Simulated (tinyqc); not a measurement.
Inside a calculation. Model: band-to-band tunnelling and avalanche in a reverse-biased abrupt junction. Computed by tinyqc, a small Python program that keeps every step. Command: `OMP_NUM_THREADS=1 python tinyqc.py 3030074 3030075 out.jsonl zener walk`. One thread of a shared host (Intel(R) Xeon(R) Processor @ 2.30GHz), about 0.01 s of CPU time with the checks. Intermediate numbers are printed to about 6 digits and carried at full precision; extremes and crossings named in words are read from the listed rows.

Direct Kane tunnelling in the local field (for indirect gaps the mass is an effective fit) and one ionisation coefficient for both carriers. N is the doping of the light side, or N_A N_D/(N_A + N_D) for the symmetric junction; the built-in voltage is taken as E_g/e.

Inputs (values chosen for the exercise, modelled on silicon):

| quantity | value | unit |
|---|---|---|
| band gap at 300 K, E_g | 1.11 | eV |
| gap narrowing with temperature, -dE_g/dT | 0.29 | meV/K |
| reduced tunnelling mass m_r | 0.23 | m_0 |
| permittivity eps | 11.7 | - |
| ionisation prefactor a | 1.2e+06 | 1/cm |
| ionisation field at 300 K, b | 1.57e+06 | V/cm |
| relative rise of b with temperature | 3.3 | 1e-4/K |
| effective doping N | 4.7e+18 | 1/cm^3 |
| reverse bias V_R | 2.3 | V |
| current density that defines tunnel breakdown, J_0 | 10 | A/cm^2 |
| temperature T | 400 | K |

Junction: symmetric.

Constants: eps_0 = 8.8541878128e-12 F/m; e = 1.602176634e-19 C; m_0 = 9.1093837015e-31 kg; hbar = 1.054571817e-34 J s.

## Junction at the given bias

E_g(T) = E_g - (T - 300 K)(-dE_g/dT); b(T) = b [1 + (rise)(T - 300 K)]; w = sqrt(2 eps eps_0 (V_R + E_g/e)/(e N)); F_m = 2 (V_R + E_g/e)/w; the field falls linearly from F_m to 0 on both sides.

E_g(T) = 1.081 eV

depletion width w = 30.5001 nm

peak field F_m = 2.21704 MV/cm

shortest tunnelling distance E_g/(e F_m) = 4.87586 nm

## Kane coefficients and peak generation rate

Kane: G(F) = A F^2 exp(-B/F), A = e^2 sqrt(m_r)/(18 pi hbar^2 sqrt(E_g)), B = pi sqrt(m_r) E_g^(3/2)/(2 e hbar), SI units; J = e int G dx x V_R/(V_R + E_g/e), the last factor making J vanish at zero bias; int G dx = (w/F_m) int_0^F_m G dF by 64 Gauss-Legendre points.

A = 4.48938e+20 1/(cm s V^2)

B = 30.6723 MV/cm

B/F_m = 13.8348

G(F_m) = 2.16460e+27 1/(cm^3 s)

## Tunnel current and multiplication

Avalanche: I = (w/F_m) int_0^F_m a exp(-b/F) dF by 64 Gauss-Legendre points, M = 1/(1 - I), breakdown at I = 1.

tunnel current density = 40.8193 A/cm^2

ionisation integral I = 0.818048

The estimate e G(F_m) w (F_m/B) V_R/(V_R + E_g/e), which keeps only the region near the peak, gives 52.0 A/cm^2.

## Which breakdown comes first?

V_Z solves J = J_0 and V_A solves I = 1; the lower one is the breakdown voltage; temperature coefficients by a central difference of +/- 10 K.

tunnel breakdown V_Z = 1.83931 V

avalanche breakdown V_A = 3.00867 V

breakdown voltage = 1.83931 V

dV_Z/dT = -1.65210 mV/K

dV_A/dT = 1.64058 mV/K

Tunnelling comes first, at 1.7 E_g/e. V_Z falls on heating because the gap shrinks, and V_A rises because carriers lose more energy to phonons. Caution: V_A is below about 5 E_g/e, where the local law understates it, since it ignores the distance a carrier needs to reach the ionisation energy.

## Against the doping

The formulas are those given above.

Breakdown:

| N (1/cm^3) | V_Z (V) | V_A (V) | F_m at breakdown (MV/cm) | first |
|---|---|---|---|---|
| 9.40e+16 | 9.41497e+01 | 12.9928 | 0.63970 | avalanche |
| 2.40e+17 | 3.96140e+01 | 7.8565 | 0.81455 | avalanche |
| 5.60e+17 | 1.78745e+01 | 5.2809 | 1.04976 | avalanche |
| 1.40e+18 | 7.28142e+00 | 3.7606 | 1.44798 | avalanche |
| 2.80e+18 | 3.46801e+00 | 3.1841 | 1.92197 | avalanche |
| 4.70e+18 | 1.83931e+00 | 3.0087 | 2.06047 | tunnelling |
| 9.40e+18 | 5.97042e-01 | 3.1074 | 2.20886 | tunnelling |
| 2.40e+19 | 1.64032e-02 | 4.0040 | 2.85425 | tunnelling |

The mechanism changes between 2.80e18 and 4.70e18 per cm^3. Across the table V_Z + E_g/e scales as N^-0.81 and V_A as N^-0.21: tunnelling needs a nearly fixed field, while avalanche in a thinner layer needs a higher one. Rows with V_Z below E_g/e understate it, since the local Kane formula overestimates the current there. Rows with V_A below about 5 E_g/e understate it, since the local law ignores the distance a carrier needs to reach the ionisation energy; silicon and germanium junctions change over near 4 to 6 E_g/e.

Checks made by the program: field integral against adaptive quadrature in x (relative difference below 1e-10).
